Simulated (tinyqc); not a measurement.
Length offset and series resistance from crossing lines.

Problem. R_total = Rs + k (L - dL)/Vo with constant Rs, dL and k. Find k, dL and Rs.

R_total at (L, Vo) = (50, 0.4), (100, 0.4), (50, 0.75) and (100, 0.75), L in nm and Vo in V (ohm um): [714.85000, 1389.8500, 455.92000, 815.92000]

Solution. At each overdrive R is a straight line in L with slope k/Vo; the two lines cross at L = dL, R = Rs.

k = 5.400 ohm um V/nm
dL = 8.900 nm
Rs = 160.0 ohm um

Program tinyqc, `OMP_NUM_THREADS=1 python tinyqc.py 2282101 2282102 out.jsonl`; Intel Xeon 2.30GHz, shared host, one thread, about 0.03 s.
